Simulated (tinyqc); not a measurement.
Empirical pseudopotential in a few plane waves, step by step. Computed by tinyqc, a small Python program that keeps every step. Settings: plane-wave index or count = 15. Command: `OMP_NUM_THREADS=1 python tinyqc.py 31327 31328 out.jsonl` (the two numbers bound the seeds that draw the settings). One thread of a shared host (Intel(R) Xeon(R) Processor @ 2.60GHz), about 0.1 s of CPU time with the checks.

## Bloch Hamiltonian at G

Parameters chosen for this model: fcc lattice, atoms at +/- a/8 (1,1,1); form factors in rydberg at |G|^2 in units of (2 pi/a)^2:
```
parameter                 value      unit
a                      6.240000  angstrom
VS(3)                 -0.242000        Ry
VS(8)                  0.015000        Ry
VS(11)                 0.032000        Ry
VA(3)                  0.051000        Ry
VA(4)                  0.066000        Ry
VA(11)                 0.027000        Ry
hbar^2/2m (2 pi/a)^2   3.862900        eV
```

k point G (2 pi / a): [0, 0, 0]

Basis: the 15 shortest G (labels in 2 pi/a), the same at every k. H(G,G') = c |k + G|^2 delta + VS(|G-G'|^2) cos((G-G').tau) + i VA sin((G-G').tau), tau = a/8 (1,1,1); 1 Ry = 13.605693 eV.

H(k) at G (eV), order +0+0+0, -1-1-1, -1-1+1, -1+1-1, -1+1+1, +1-1-1, +1-1+1, +1+1-1, +1+1+1, -2+0+0, +0-2+0, +0+0-2, +0+0+2, +0+2+0, +2+0+0:
```
[[0.00000, 2.32820+0.49065i, -2.32820+0.49065i, -2.32820+0.49065i, -2.32820-0.49065i, -2.32820+0.49065i, -2.32820-0.49065i, -2.32820-0.49065i, 2.32820-0.49065i, 0.00000+0.89798i, 0.00000+0.89798i, 0.00000+0.89798i, 0.00000-0.89798i, 0.00000-0.89798i, 0.00000-0.89798i],
 [2.32820-0.49065i, 11.58870, 0.00000-0.89798i, 0.00000-0.89798i, -0.20409, 0.00000-0.89798i, -0.20409, -0.20409, 0.00000, -2.32820-0.49065i, -2.32820-0.49065i, -2.32820-0.49065i, -0.30786+0.25976i, -0.30786+0.25976i, -0.30786+0.25976i],
 [-2.32820-0.49065i, 0.00000+0.89798i, 11.58870, 0.20409, 0.00000-0.89798i, 0.20409, 0.00000-0.89798i, 0.00000, -0.20409, -2.32820+0.49065i, -2.32820+0.49065i, 0.30786+0.25976i, 2.32820-0.49065i, -0.30786-0.25976i, -0.30786-0.25976i],
 [-2.32820-0.49065i, 0.00000+0.89798i, 0.20409, 11.58870, 0.00000-0.89798i, 0.20409, 0.00000, 0.00000-0.89798i, -0.20409, -2.32820+0.49065i, 0.30786+0.25976i, -2.32820+0.49065i, -0.30786-0.25976i, 2.32820-0.49065i, -0.30786-0.25976i],
 [-2.32820+0.49065i, -0.20409, 0.00000+0.89798i, 0.00000+0.89798i, 11.58870, 0.00000, 0.20409, 0.20409, 0.00000-0.89798i, 2.32820+0.49065i, -0.30786+0.25976i, -0.30786+0.25976i, -2.32820-0.49065i, -2.32820-0.49065i, 0.30786-0.25976i],
 [-2.32820-0.49065i, 0.00000+0.89798i, 0.20409, 0.20409, 0.00000, 11.58870, 0.00000-0.89798i, 0.00000-0.89798i, -0.20409, 0.30786+0.25976i, -2.32820+0.49065i, -2.32820+0.49065i, -0.30786-0.25976i, -0.30786-0.25976i, 2.32820-0.49065i],
 [-2.32820+0.49065i, -0.20409, 0.00000+0.89798i, 0.00000, 0.20409, 0.00000+0.89798i, 11.58870, 0.20409, 0.00000-0.89798i, -0.30786+0.25976i, 2.32820+0.49065i, -0.30786+0.25976i, -2.32820-0.49065i, 0.30786-0.25976i, -2.32820-0.49065i],
 [-2.32820+0.49065i, -0.20409, 0.00000, 0.00000+0.89798i, 0.20409, 0.00000+0.89798i, 0.20409, 11.58870, 0.00000-0.89798i, -0.30786+0.25976i, -0.30786+0.25976i, 2.32820+0.49065i, 0.30786-0.25976i, -2.32820-0.49065i, -2.32820-0.49065i],
 [2.32820+0.49065i, 0.00000, -0.20409, -0.20409, 0.00000+0.89798i, -0.20409, 0.00000+0.89798i, 0.00000+0.89798i, 11.58870, -0.30786-0.25976i, -0.30786-0.25976i, -0.30786-0.25976i, -2.32820+0.49065i, -2.32820+0.49065i, -2.32820+0.49065i],
 [0.00000-0.89798i, -2.32820+0.49065i, -2.32820-0.49065i, -2.32820-0.49065i, 2.32820-0.49065i, 0.30786-0.25976i, -0.30786-0.25976i, -0.30786-0.25976i, -0.30786+0.25976i, 15.45160, 0.20409, 0.20409, -0.20409, -0.20409, 0.00000],
 [0.00000-0.89798i, -2.32820+0.49065i, -2.32820-0.49065i, 0.30786-0.25976i, -0.30786-0.25976i, -2.32820-0.49065i, 2.32820-0.49065i, -0.30786-0.25976i, -0.30786+0.25976i, 0.20409, 15.45160, 0.20409, -0.20409, 0.00000, -0.20409],
 [0.00000-0.89798i, -2.32820+0.49065i, 0.30786-0.25976i, -2.32820-0.49065i, -0.30786-0.25976i, -2.32820-0.49065i, -0.30786-0.25976i, 2.32820-0.49065i, -0.30786+0.25976i, 0.20409, 0.20409, 15.45160, 0.00000, -0.20409, -0.20409],
 [0.00000+0.89798i, -0.30786-0.25976i, 2.32820+0.49065i, -0.30786+0.25976i, -2.32820+0.49065i, -0.30786+0.25976i, -2.32820+0.49065i, 0.30786+0.25976i, -2.32820-0.49065i, -0.20409, -0.20409, 0.00000, 15.45160, 0.20409, 0.20409],
 [0.00000+0.89798i, -0.30786-0.25976i, -0.30786+0.25976i, 2.32820+0.49065i, -2.32820+0.49065i, -0.30786+0.25976i, 0.30786+0.25976i, -2.32820+0.49065i, -2.32820-0.49065i, -0.20409, 0.00000, -0.20409, 0.20409, 15.45160, 0.20409],
 [0.00000+0.89798i, -0.30786-0.25976i, -0.30786+0.25976i, -0.30786+0.25976i, 0.30786+0.25976i, 2.32820+0.49065i, -2.32820+0.49065i, -2.32820+0.49065i, -2.32820-0.49065i, 0.00000, -0.20409, -0.20409, 0.20409, 0.20409, 15.45160]]
```

## Levels at G

Diagonalise the Hermitian matrix.

eigenvalues (eV): [-4.19156, 7.48915, 7.50844, 7.50844, 7.50844, 11.64145, 11.64145, 11.64145, 15.04343, 15.04343, 15.80326, 19.07094, 19.07094, 19.07094, 21.56900]

## Bands along a path

The same steps at evenly spaced points between the labelled ones.

Bands along the path (eV), lowest eight:
```
k           band 1   band 2   band 3   band 4    band 5    band 6    band 7    band 8
L         -2.81931  2.61107  7.10326  7.10326   9.32856  12.37907  12.37907  16.00640
L-G 0.20  -3.17873  3.04394  7.05538  7.05538   9.24750  12.28966  12.28966  15.20358
L-G 0.40  -3.57011  3.86127  7.12588  7.12588   9.27617  12.27312  12.27312  13.67225
L-G 0.60  -3.90110  4.94561  7.27641  7.27641   9.21303  12.11423  12.11423  12.36820
L-G 0.80  -4.11702  6.19648  7.43671  7.43671   8.63390  11.73242  11.79997  11.79997
G         -4.19156  7.48915  7.50844  7.50844   7.50844  11.64145  11.64145  11.64145
G-X 0.20  -4.09209  6.08455  7.29353  7.29353   8.98747  11.31733  12.06426  12.06426
G-X 0.40  -3.80302  4.81027  6.85732  6.85732  10.21503  10.80397  13.11871  13.11871
G-X 0.60  -3.35695  3.71324  6.47124  6.47124  10.01382  10.91429  14.16714  14.52375
G-X 0.80  -2.82668  2.86315  6.26615  6.26615   9.64370  10.73010  15.77882  16.15014
X         -2.35366  2.40538  6.29836  6.29836   9.48866  10.78151  17.79427  17.96422
```

With 4 band(s) filled, the highest filled level on these points lies at G and the lowest empty one at G: the bands touch or overlap, so there is no gap. This holds for the small fixed basis; with all plane waves up to |k + G|^2 = 21 (2 pi/a)^2 the gap along the path is 0.18 eV.

## Convergence with the number of plane waves

Levels at G counted from the fourth one.

Levels (eV):
```
plane waves    level 1  level 5  level 8
9            -13.72519  1.06028  1.79595
15           -11.70000        0  4.13301
27           -11.01047  0.16449  4.18450
51           -10.75452  0.14303  4.47098
59           -10.72076  0.18290  4.36067
65           -10.70557  0.16720  4.35702
89           -10.69414  0.16725  4.36460
```
